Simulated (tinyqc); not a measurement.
Input admittance of a MOSFET at zero drain bias: distributed channel and distributed gate: two steps of the calculation.

Source and drain grounded, strong inversion, w = 2 pi f, Cox = eps0 eox/tox. The channel is an RC line of resistance 1/(mu Cox Vo) per square fed from both ends, so one finger has the intrinsic admittance y = i w Cox L tanh(g)/g per width, g = (1/2) sqrt(i w tau), tau = L^2/(mu Vo). The vertical resistance rv/L is in series with y, the overlaps 2 i w Cov in parallel: y_t = 1/(1/y + rv/L) + 2 i w Cov. The gate strip is a line of Rsh/L per length loaded by y_t, so a finger has Y = y_t Wf tanh(k)/k, k = (Wf/sd) sqrt(y_t Rsh/L); the device has Nf Y.

Parameters, values chosen for the exercise; values of the order met in silicon radio-frequency transistors:
- eox = 8.93 (relative permittivity of the gate insulator (close to aluminium oxide))
- tox = 12 nm (insulator thickness)
- L = 1.3 um (channel length)
- Wf = 2 um (finger width)
- Nf = 64 (number of fingers)
- mu = 150 cm^2/(V s) (channel mobility)
- Vo = 0.37 V (gate overdrive)
- Rsh = 17 ohm/square (sheet resistance of the gate)
- rv = 1.1 ohm um^2 (vertical resistivity of the gate stack)
- sd = 2 (number of ends at which a finger is contacted)
- Cov = 0.37 fF/um (overlap and fringe capacitance on each side)
- f = 0.59 GHz (frequency)

Constants: eps0 = 8.8541878128e-14 F/cm where lengths are in cm. Results are converted to the units shown.

Question 1. Low-frequency resistances and capacitance. Low-frequency limits, with c = Cox L and ct = c + 2 Cov: R_strip = Rsh Wf/(3 sd^2 L Nf), R_ch = (c/ct)^2 L/(12 mu Cox Vo Wf Nf), R_vert = (c/ct)^2 rv/(L Wf Nf), C = ct Wf Nf.

Give: parts; sum; C; 1/(2 pi R C).

Answer 1.

parts (ohm): strip 0.03405, channel 19.61, vertical 0.005601
sum = 19.65 ohm
C = 1191 fF
1/(2 pi R C) = 6.800 GHz

The channel term is the largest, 99.8 % of the sum.

Question 2. Admittance of the channel and stack per width. tau, g, c = Cox L, y and y_t as defined.

Find: tau; g; c; y; y_t.

Answer 2.

tau = 304.5 ps
g = 0.3756+0.3756i
c = 8.566 fF/um
y = 2.95+31.42i uS/um
y_t = 2.95+34.16i uS/um

w tau = 1.13, and Im y is 0.990 of w c.

tinyqc, about 0.01 s, one thread, Intel Xeon 2.30GHz (shared host): `OMP_NUM_THREADS=1 python tinyqc.py 2262202 2262203 out.jsonl`
